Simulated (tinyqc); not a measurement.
Coverage against grain size: equilibrium and kinetic segregation of a solute to boundaries and growing surfaces. Computed by tinyqc, a small Python program. Command: `OMP_NUM_THREADS=1 python tinyqc.py 3001107 3001108 out.jsonl segreg walk`. One thread of a shared host (Intel(R) Xeon(R) Processor @ 2.30GHz), about 0.01 s of CPU time with the checks.

Inputs (values chosen for the exercise, for a model alloy):
```
quantity                   value  unit
segregation energy Q       0.689    eV
total solute fraction x0  0.0007     -
temperature T               1250     K
boundary thickness delta    0.44    nm
```

Isotherm: Langmuir-McLean.

Constants: k_B = 8.617333262e-05 eV/K.

Method. With theta the solute fraction on boundary sites and x that in the grains, theta/(1 - theta) = [x/(1 - x)] exp[Q/(k_B T)]. Finite grains: boundary sites are the fraction f = 3 delta/d, and x0 = (1 - f) x + f theta; solve both equations for theta; share at boundaries = f theta/x0.

At T:
```
d (nm)    theta  x in the grains  share at boundaries (%)
15      0.00782       1.3140e-05                   98.288
30      0.01534       2.5986e-05                   96.451
60      0.02956       5.0792e-05                   92.904
120     0.05492       9.6901e-05                   86.309
250     0.09832       1.8181e-04                   74.165
500     0.15214       2.9914e-04                   57.379
1000    0.20504       4.2991e-04                   38.665
5000    0.27367       6.2792e-04                   10.321
```

What does the comparison show, and why?

From the largest grains to the smallest the share at boundaries rises from 10 to 98 %, and x/x0 falls to 0.019. In the dilute limit x/x0 = 1/(1 - f + f exp(Q/(k_B T))), which gives 0.019 at 15 nm.

Extremes, crossings and ranges named in words are read from the listed rows.
